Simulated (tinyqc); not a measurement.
# One-dimensional ballistic tunnel FET, two-band WKB: effects of single changes

A p-type source for x < 0 with its Fermi level at 0 and its valence edge at ds; in the channel the bands fall as D exp(-x/lam) towards their flat values, with the conduction edge at Ec = ds - dP and D = dP + Eg. The gate moves dP one to one. The drain Fermi level lies at -Vd and the drain side reflects nothing. For w = E - Ec between 0 and dP an electron crosses the gap. Two-band dispersion with equal masses m: inside the gap kappa = sqrt(m u (1 - u/Eg)/C), u the distance from a band edge, C = hbar^2/(2 m0).

Values chosen for this exercise; band and dielectric values close to those of In0.53Ga0.47As:
```
symbol  value  unit                                           meaning
T         200     K                                       temperature
Eg      0.727    eV                                          band gap
m        0.04    m0              band-edge mass of the two-band model
lam       3.5    nm           screening length of the source junction
ds       0.16    eV  source valence edge above the source Fermi level
Vd        0.1     V                                        drain bias
g           1              number of degenerate subbands (spin apart)
dP       0.22    eV        tunnelling window Ev(source) - Ec(channel)
```

Constants: q = 1.602176634e-19 C, kB = 1.380649e-23 J/K, hbar = 1.054571817e-34 J s, h = 6.62607015e-34 J s, m0 = 9.1093837015e-31 kg, Vt = kB T/q, hbar^2/(2 m0) = 0.0380998212 eV nm^2. Results are converted to the units shown.

Each table varies one quantity; the others keep the values above.

## Transfer curve and swing

S(w) = 2 lam int_0^Eg kappa(u) du/(w + Eg - u) = 2 pi lam sqrt(m/(C Eg)) [w + Eg/2 - sqrt(w (w + Eg))], T(w) = exp(-S). I = g (2 q^2/h) int_0^dP T(w) [f(E) - f(E + Vd)] dw, E = ds - dP + w, f(x) = 1/(1 + exp(x/Vt)). Swing = d(dP)/d(log10 I).

Transfer curve and swing:
```
dP (eV)	T(w = dP)	I (uA)	swing (mV/decade)
0.011	5.444e-4	3.207e-8	12.80
0.016	7.867e-4	7.023e-8	16.63
0.025	0.001303	2.044e-7	22.19
0.039	0.002313	7.269e-7	28.48
0.06	0.004300	3.359e-6	34.28
0.092	0.008367	2.518e-5	38.29
0.14	0.01659	4.022e-4	42.01
0.22	0.03481	0.01240	76.76
0.33	0.06592	0.1068	184.5
0.51	0.1232	0.4438	452.3
```

Read the table: what changes, and by how much?

I rises from 3.21e-8 to 0.444 uA and the swing rises from 12.8 to 452 mV/decade. The thermionic limit is Vt ln 10 = 39.7 mV/decade; the swing stays under it up to dP = 0.092 eV among the rows, where I is 2.52e-5 uA, 0.0057 % of the last row. Leakage below the onset is not in the model.

## Effect of the band gap with the mass tied to it

Same model as above.

The mass follows the gap, m = 0.04 Eg/0.727 eV.

Effect of the band gap with the mass tied to it:
```
Eg (eV)	T(w = dP)	I (uA)	swing (mV/decade)
0.2	0.6547	1.379	114.3
0.37	0.3067	0.3342	96.50
0.54	0.1173	0.07220	85.27
0.71	0.03909	0.01459	77.42
0.89	0.01095	0.002554	71.28
1.06	0.003038	4.757e-4	66.79
1.23	7.923e-4	8.635e-5	63.19
1.4	1.962e-4	1.535e-5	60.22
```

What does the table show?

T(w = dP) falls from 0.655 to 1.96e-4 and I falls from 1.38 to 1.53e-5 uA; the swing falls from 114 to 60.2 mV/decade. With m/Eg fixed, S depends on the gap only through w + Eg/2 - sqrt(w (w + Eg)). For Eg = 0.2, 0.37 S at w = dP is below 2, where a WKB prefactor of 1 is a rough guess.

## Output curve

Same model as above.

Output curve:
```
Vd (V)	I (uA)
0.02	0.006062
0.09	0.01230
0.16	0.01253
0.24	0.01253
0.31	0.01253
0.38	0.01253
0.45	0.01253
0.53	0.01253
0.6	0.01253
```

I rises from 0.00606 to 0.0125 uA; it reaches 95 % of the last value at Vd = 0.09 V among the rows. The drain Fermi level passes the channel conduction edge at Vd = dP - ds = 0.0600 V, after which the back flow dies out. The window dP is held fixed.

Program tinyqc, `OMP_NUM_THREADS=1 python tinyqc.py 2620136 2620137 out.jsonl`; Intel Xeon 2.30GHz, shared host, one thread, about 0.01 s.
